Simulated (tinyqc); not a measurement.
p-n diode with diffusion and depletion-layer recombination: one step of the calculation.

Abrupt junction in the depletion approximation, low injection, full ionisation, neutral widths fixed, ohmic contact on the p side. Vj is the junction voltage; where a series resistance Rs is given, V = Vj + J Rs is the terminal voltage.

Task. Recombination in the depleted layer. ni = sqrt(Nc Nv) exp(-Eg/(2 Vt)), Eg in volts. Vbi = Vt ln(Na Nd/ni^2), W = sqrt(2 eps0 eps_r (Vbi - Vj)(1/Na + 1/Nd)/q), xp = W Nd/(Na + Nd), xn = W Na/(Na + Nd); u(x) = q Na (x + xp)^2/(2 eps0 eps_r) for x < 0 and Vbi - Vj - q Nd (xn - x)^2/(2 eps0 eps_r) for x > 0; p = Na exp(-u/Vt), n = Nd exp((u - Vbi + Vj)/Vt); U = ni^2 (exp(Vj/Vt) - 1)/(tp (n + ni exp(Et/Vt)) + tn (p + ni exp(-Et/Vt))); J_scr = q times the integral of U from -xp to xn. Trapezoid rule on 16 equal steps.

Inputs (values chosen for the exercise); band and dielectric values close to those of indium phosphide: temperature T = 325 K; band gap Eg = 1.35 eV; relative permittivity eps_r = 12.7; conduction-band density of states at T Nc = 6.49e17 cm^-3; valence-band density of states at T Nv = 1.25e19 cm^-3; acceptor density Na = 1.8e17 cm^-3; donor density Nd = 3.9e15 cm^-3; electron lifetime tn = 3e-6 s; hole lifetime tp = 2e-7 s; trap level above the intrinsic level Et = 0 eV; junction voltage at which recombination is evaluated Vj = 0.61 V.

Constants: q = 1.602176634e-19 C, kB = 1.380649e-23 J/K, Vt = kB T/q, eps0 = 8.8541878128e-14 F/cm where lengths are in cm. Results are converted to the units shown.

Give: W; x; u; n; p; U; J_scr.

Result.

W = 419.2 nm

```
point  x (nm)   u (V)  n (cm^-3)  p (cm^-3)  U (cm^-3 s^-1)
0        -8.9  0.0000    1.509e8   1.800e17        5.030e13
1        17.3  0.0488    8.613e8   3.154e16        2.871e14
2        43.5  0.1041    6.209e9   4.375e15        2.070e15
3        69.7  0.1556   3.906e10   6.954e14        1.302e16
4        95.9  0.2033   2.144e11   1.267e14        7.147e16
5       122.1  0.2472   1.027e12   2.644e13        3.415e17
6       148.3  0.2872   4.294e12   6.325e12        1.369e18
7       174.5  0.3235   1.566e13   1.734e12        3.259e18
8       200.7  0.3559   4.987e13   5.447e11        2.340e18
9       226.9  0.3845   1.385e14   1.961e11        9.600e17
10      253.1  0.4093   3.358e14   8.088e10        4.030e17
11      279.3  0.4303   7.104e14   3.823e10        1.910e17
12      305.5  0.4475   1.311e15   2.071e10        1.035e17
13      331.7  0.4608   2.113e15   1.286e10        6.428e16
14      358.0  0.4704   2.970e15    9.146e9        4.573e16
15      384.2  0.4761   3.643e15    7.456e9        3.728e16
16      410.4  0.4780   3.900e15    6.965e9        3.482e16
```

J_scr = 3.870e-6 A/cm^2

Computed by the program tinyqc: `OMP_NUM_THREADS=1 python tinyqc.py 2260142 2260143 out.jsonl`, one thread of a shared Intel Xeon 2.30GHz, about 0.01 s for the whole run.
